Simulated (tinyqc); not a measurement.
# Deep-level transient spectroscopy: the DLTS spectrum

Schottky contact on an n-type layer with shallow donors Nd (all ionised) and a donor-like deep trap, neutral when filled and positive when empty; depletion approximation. Traps within lam of the depletion edge stay filled. A long pulse to Vp fills the traps beyond x1 = Wp - lam; back at Vr those between x1 and x2 = Wr - lam emit. A rate window reads S = C(t2) - C(t1).

Emission rate en = sn vth(T) Nc(T) exp(-Et/kB T) = sn g T^2 exp(-Et/kB T), g = vth Nc/(300 K)^2, as vth goes as T^0.5 and Nc as T^1.5 (degeneracy factor 1). lam = sqrt(2 eps0 eps_r (EF - ET)/(q Nd)), EF - ET = Et - (kB T/q) ln(Nc(T)/Nd), Nc(T) = Nc (T/300 K)^1.5. In the steady state at the band bending V, 2 eps0 eps_r V/q = Nd W^2 + Nt (W - lam)^2 (the second term only if W > lam). W(t)^2 = Wr^2 + (Nt/Nd)(x2^2 - x1^2) exp(-en t), C = eps0 eps_r/W; for small Nt, dC/C = -(Nt/2 Nd) G exp(-en t) with G = (x2^2 - x1^2)/Wr^2. For an exponential transient S peaks where en = ew = ln(t2/t1)/(t2 - t1).

Values chosen for this exercise; material values close to those of 4H silicon carbide: relative permittivity eps_r = 9.58; conduction-band density of states at 300 K Nc = 1.73e19 cm^-3; thermal velocity at 300 K vth = 1.9e7 cm/s; shallow donor density Nd = 8.7e15 cm^-3; built-in voltage Vbi = 1.27 V; depth of the trap below the conduction edge Et = 0.11 eV; capture cross-section sn = 6.3e-16 cm^2; trap density Nt = 1.2e15 cm^-3; reverse bias Vr = 5.1 V; reverse bias during the filling pulse Vp = 0 V; first sampling time t1 = 0.1 ms; second sampling time t2 = 0.4 ms.

Constants: q = 1.602176634e-19 C, kB = 1.380649e-23 J/K, eps0 = 8.8541878128e-14 F/cm where lengths are in cm. Results are converted to the units shown.

Results:
```
T (K),en (1/s),S (pF/cm^2)
71,180.43,21.309
74,406.26,45.764
77,861.38,88.015
79,1379.6,126.02
82,2684.4,185.04
85,4996.5,211.82
88,8935.9,175.36
90,12902,125.53
93,21769,53.504
99,56678,1.6547
102,87911,0.073055
```

Estimate the missing row, T = 96 K.

Computed row:
```
T (K),en (1/s),S (pF/cm^2)
96,35620,13.529
```

With this row back in the table: S goes from 21.3 through a maximum of 212 (at T = 85 K among the rows listed) to 0.0731 pF/cm^2; en equals ew = 4620 1/s at 84.61 K. Colder, the trap has hardly emitted by t2; warmer, it is empty before t1. Rows above half of the largest S span 79 to 90 K. In every row T is below 110 K, where shallow donors begin to freeze out; the model keeps them ionised.

Range of the model: With Nt above a tenth of Nd the edge x2 moves during the transient, which this model holds fixed, and the transient is not a plain exponential.

Numbers from tinyqc (`OMP_NUM_THREADS=1 python tinyqc.py 2050137 2050138 out.jsonl`; about 0.01 s on one thread of a shared Intel Xeon 2.30GHz).
